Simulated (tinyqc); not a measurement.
Inside a calculation. Method: sp3 tight binding, zinc-blende lattice. Computed by tinyqc, a small Python program that keeps every step. Command: `OMP_NUM_THREADS=1 python tinyqc.py 30705 30706 out.jsonl` (the two numbers bound the seeds that draw the settings). One thread of a shared host (Intel(R) Xeon(R) Processor @ 2.60GHz), about 0.01 s of CPU time with the checks.

## Bloch Hamiltonian at k

Parameters chosen for this model: zinc-blende lattice, anion at 0, cation at a/4 (1,1,1); V = eta hbar^2 / (m d^2), hbar^2/m = 7.619964 eV angstrom^2:
```
parameter          value      unit
a               5.150000  angstrom
d               2.230015  angstrom
Es anion      -15.370000        eV
Ep anion       -6.830000        eV
Es cation     -11.480000        eV
Ep cation      -4.810000        eV
eta ss         -1.320000
eta sp          1.420000
eta pp sigma    2.220000
eta pp pi      -0.630000
V ss           -2.022605        eV
V sp            2.175833        eV
V pp sigma      3.401654        eV
V pp pi        -0.965334        eV
```

k point k (2 pi / a): 0.15000  0.53000  -0.03000

Slater-Koster rules over the four bonds with direction cosines (l, m, n): ss V_ss; s-px l V_sp; px-s -l V_sp; px-px l^2 V_pps + (1 - l^2) V_ppp; px-py l m (V_pps - V_ppp); each times exp(i k.d).

H(k) at k (eV):
```
                    a s               a px               a py              a pz
a s           -15.37000            0.00000            0.00000           0.00000
a px            0.00000           -6.83000            0.00000           0.00000
a py            0.00000            0.00000           -6.83000           0.00000
a pz            0.00000            0.00000            0.00000          -6.83000
c s   -5.28863+0.06580i  -0.17024+0.78859i  -0.03719+3.60985i  0.86665-0.15490i
c px   0.17024-0.78859i   1.28209-0.01595i  -1.00424+0.17950i  0.04309-4.18297i
c py   0.03719-3.60985i  -1.00424+0.17950i   1.28209-0.01595i  0.19726-0.91379i
c pz  -0.86665+0.15490i   0.04309-4.18297i   0.19726-0.91379i  1.28209-0.01595i

                    c s               c px               c py               c pz
a s   -5.28863-0.06580i   0.17024+0.78859i   0.03719+3.60985i  -0.86665-0.15490i
a px  -0.17024-0.78859i   1.28209+0.01595i  -1.00424-0.17950i   0.04309+4.18297i
a py  -0.03719-3.60985i  -1.00424-0.17950i   1.28209+0.01595i   0.19726+0.91379i
a pz   0.86665+0.15490i   0.04309+4.18297i   0.19726+0.91379i   1.28209+0.01595i
c s           -11.48000            0.00000            0.00000            0.00000
c px            0.00000           -4.81000            0.00000            0.00000
c py            0.00000            0.00000           -4.81000            0.00000
c pz            0.00000            0.00000            0.00000           -4.81000
```

## Levels at k

Diagonalise the Hermitian matrix.

eigenvalues (eV): -19.97366  -11.69359  -10.55577  -10.12669  -4.12571  -3.08444  -1.25278  -0.95736

weights |c|^2 of the basis functions:
```
       band 1   band 2   band 3   band 4   band 5   band 6   band 7   band 8
a s   0.63298  0.15563  0.00162  0.02078  0.10974  0.07071  0.00183  0.00670
a px  0.00114  0.08337  0.14998  0.37372  0.00286  0.00274  0.25304  0.13315
a py  0.01884  0.23741  0.01801  0.12150  0.44129  0.13180  0.00003  0.03111
a pz  0.00022  0.05834  0.43501  0.09332  0.05391  0.00034  0.13406  0.22481
c s   0.31180  0.28950  0.00493  0.03685  0.34670  0.00047  0.00170  0.00805
c px  0.00197  0.03151  0.16849  0.18671  0.00089  0.01615  0.37454  0.21975
c py  0.03214  0.08253  0.01794  0.06106  0.01769  0.73678  0.00005  0.05180
c pz  0.00092  0.06172  0.20402  0.10605  0.02692  0.04101  0.23474  0.32463
```

## Bloch Hamiltonian at G

k point G (2 pi / a): 0  0  0

As before.

H(k) at G (eV):
```
            a s      a px      a py      a pz        c s      c px      c py      c pz
a s   -15.37000   0.00000   0.00000   0.00000   -8.09042   0.00000   0.00000   0.00000
a px    0.00000  -6.83000   0.00000   0.00000    0.00000   1.96131   0.00000   0.00000
a py    0.00000   0.00000  -6.83000   0.00000    0.00000   0.00000   1.96131   0.00000
a pz    0.00000   0.00000   0.00000  -6.83000    0.00000   0.00000   0.00000   1.96131
c s    -8.09042   0.00000   0.00000   0.00000  -11.48000   0.00000   0.00000   0.00000
c px    0.00000   1.96131   0.00000   0.00000    0.00000  -4.81000   0.00000   0.00000
c py    0.00000   0.00000   1.96131   0.00000    0.00000   0.00000  -4.81000   0.00000
c pz    0.00000   0.00000   0.00000   1.96131    0.00000   0.00000   0.00000  -4.81000
```

## Levels at G

As before.

eigenvalues (eV): -21.74593  -8.02609  -8.02609  -8.02609  -5.10407  -3.61391  -3.61391  -3.61391

## Bands along a path

The same steps at evenly spaced points between the labelled ones.

Bands along the path (eV):
```
k            band 1     band 2     band 3     band 4    band 5    band 6    band 7    band 8
L         -18.98074  -14.25718   -9.84090   -9.84090  -5.44116  -1.79910  -1.79910   0.18908
L-G 0.33  -19.95118  -12.76619   -9.47273   -9.47273  -5.26330  -2.16727  -2.16727  -0.50933
L-G 0.67  -21.24117   -9.97021   -8.59345   -8.59345  -4.96686  -3.04655  -3.04655  -2.31177
G         -21.74593   -8.02609   -8.02609   -8.02609  -5.10407  -3.61391  -3.61391  -3.61391
G-X 0.33  -21.06494   -9.60090   -9.33866   -9.33866  -4.41023  -3.41392  -2.30134  -2.30134
G-X 0.67  -19.20334  -12.49043  -11.05538  -11.05538  -3.80894  -2.98729  -0.58462  -0.58462
X         -17.37888  -14.69169  -11.72960  -11.72960  -3.61831  -2.80112   0.08960   0.08960
X-W 0.33  -17.37888  -14.69169  -11.72960  -11.72960  -3.61831  -2.80112   0.08960   0.08960
X-W 0.67  -17.37888  -14.69169  -11.72960  -11.72960  -3.61831  -2.80112   0.08960   0.08960
W         -17.37888  -14.69169  -11.72960  -11.72960  -3.61831  -2.80112   0.08960   0.08960
```

With 4 band(s) filled, the highest filled level on these points lies at G and the lowest empty one at L: a gap of 2.5849 eV, indirect.
